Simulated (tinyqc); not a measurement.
# p-n diode with diffusion and depletion-layer recombination: effects of single changes

Abrupt junction in the depletion approximation, low injection, full ionisation, neutral widths fixed, ohmic contact on the p side. Vj is the junction voltage; where a series resistance Rs is given, V = Vj + J Rs is the terminal voltage.

Parameters, values chosen for the exercise; band and dielectric values close to those of silicon:
- T = 300 K (temperature)
- Eg = 1.12 eV (band gap)
- eps_r = 11.6 (relative permittivity)
- Nc = 2.76e19 cm^-3 (conduction-band density of states at T)
- Nv = 2.63e19 cm^-3 (valence-band density of states at T)
- Na = 4.8e17 cm^-3 (acceptor density)
- Nd = 2.4e17 cm^-3 (donor density)
- mun = 420 cm^2/(V s) (electron mobility in the p side)
- mup = 190 cm^2/(V s) (hole mobility in the n side)
- tn = 3e-9 s (electron lifetime)
- tp = 3e-9 s (hole lifetime)
- wp = 0.24 um (neutral width of the p side)
- wn = 140 um (neutral width of the n side)
- Sp = 1e7 cm/s (recombination velocity at the n contact)
- Rs = 0.0011 ohm cm^2 (series resistance)
- Et = 0 eV (trap level above the intrinsic level)
- Vj = 0.53 V (junction voltage at which recombination is evaluated)

Constants: q = 1.602176634e-19 C, kB = 1.380649e-23 J/K, Vt = kB T/q, eps0 = 8.8541878128e-14 F/cm where lengths are in cm. Results are converted to the units shown.

Each table varies one quantity; the others keep the values above.

## Currents and ideality against junction voltage

ni = sqrt(Nc Nv) exp(-Eg/(2 Vt)), Eg in volts; D = mu Vt; Ln = sqrt(Dn tn), Lp = sqrt(Dp tp); J0n = q ni^2 Dn coth(wp/Ln)/(Ln Na); J0p = (q ni^2 Dp/(Lp Nd)) (s + tanh(wn/Lp))/(1 + s tanh(wn/Lp)), s = Sp Lp/Dp. J_diff = (J0n + J0p)(exp(Vj/Vt) - 1). Vbi = Vt ln(Na Nd/ni^2), W = sqrt(2 eps0 eps_r (Vbi - Vj)(1/Na + 1/Nd)/q), xp = W Nd/(Na + Nd), xn = W Na/(Na + Nd); u(x) = q Na (x + xp)^2/(2 eps0 eps_r) for x < 0 and Vbi - Vj - q Nd (xn - x)^2/(2 eps0 eps_r) for x > 0; p = Na exp(-u/Vt), n = Nd exp((u - Vbi + Vj)/Vt); U = ni^2 (exp(Vj/Vt) - 1)/(tp (n + ni exp(Et/Vt)) + tn (p + ni exp(-Et/Vt))); J_scr = q times the integral of U from -xp to xn. J = J_diff + J_scr. Ideality = (1/Vt) dVj/d ln J or (1/Vt) dV/d ln J; last column ni^2 exp(Vj/Vt)/N^2.

Currents and ideality against junction voltage:
columns A: Vj (V); B: J_diff (A/cm^2); C: J_scr (A/cm^2); D: J (A/cm^2); E: V (V); F: ideality against Vj; G: ideality against V; H: minority/doping, lighter side
```
A            B         C         D       E      F      G          H
0.22  9.865e-8  1.025e-5  1.035e-5  0.2200  1.889  1.889  9.574e-12
0.29  1.479e-6  4.238e-5  4.386e-5  0.2900  1.851  1.851  1.436e-10
0.35  1.507e-5  1.434e-4  1.584e-4  0.3500  1.750  1.750   1.462e-9
0.42  2.260e-4  5.997e-4  8.256e-4  0.4200  1.517  1.517   2.193e-8
0.48  0.002301  0.002069  0.004370  0.4800  1.281  1.281   2.233e-7
0.55   0.03451  0.008965   0.04347  0.5500  1.103  1.105   3.349e-6
0.61    0.3515   0.03238    0.3838  0.6104  1.039  1.055   3.411e-5
0.67     3.580    0.1214     3.701  0.6741  1.014  1.171   3.474e-4
0.74     53.68    0.5999     54.28  0.7997  1.004  3.314   0.005209
```

Read the table: what changes, and by how much?

The ideality against Vj falls from 1.89 to 1.00. Diffusion overtakes recombination in the layer between Vj = 0.42 and 0.48 V. J_scr alone has an ideality of 1.91 between the first two rows and 1.69 between the last two. From Vj = 0.67 V the series resistance raises the terminal ideality by over a tenth; there J Rs = 0.16 Vt.

## Effect of the hole lifetime

Same model as above.

J = J_diff + J_scr.

The same in every row: J0n (A/cm^2) = 1.687e-11.

Result of one run:
```
tp (s)  J0p (A/cm^2)  J_diff (A/cm^2)  J_scr (A/cm^2)  J_scr/J (%)  wn/Lp
1e-8       1.644e-12          0.01483        0.003092        17.25  63.17
```

What becomes of these results when the hole lifetime tp is changed from 1e-8 to 0.0001 s, all else the same?

Result of the changed run:
```
tp (s)  J0p (A/cm^2)  J_diff (A/cm^2)  J_scr (A/cm^2)  J_scr/J (%)   wn/Lp
0.0001     2.939e-14          0.01354        4.174e-5       0.3074  0.6317
```

The whole series:
```
tp (s)  J0p (A/cm^2)  J_diff (A/cm^2)  J_scr (A/cm^2)  J_scr/J (%)   wn/Lp
1e-10      1.644e-11          0.02668         0.03785        58.65   631.7
1e-9       5.198e-12          0.01768         0.01065        37.59   199.8
1e-8       1.644e-12          0.01483        0.003092        17.25   63.17
1e-7       5.198e-13          0.01393        9.342e-4        6.284   19.98
1e-6       1.644e-13          0.01365        3.037e-4        2.177   6.317
1e-5       5.393e-14          0.01356        1.088e-4       0.7961   1.998
0.0001     2.939e-14          0.01354        4.174e-5       0.3074  0.6317
```

As tp goes from 1e-10 to 0.0001, J0p falls from 1.64e-11 to 2.94e-14 A/cm^2, J_scr falls from 0.0378 to 4.17e-5 A/cm^2 and its share falls from 58.7 to 0.307 %. J0p goes as tp^(-0.50) at the start and tp^(-0.26) at the end.

Numbers from tinyqc (`OMP_NUM_THREADS=1 python tinyqc.py 2260132 2260133 out.jsonl`; about 0.01 s on one thread of a shared Intel Xeon 2.30GHz).
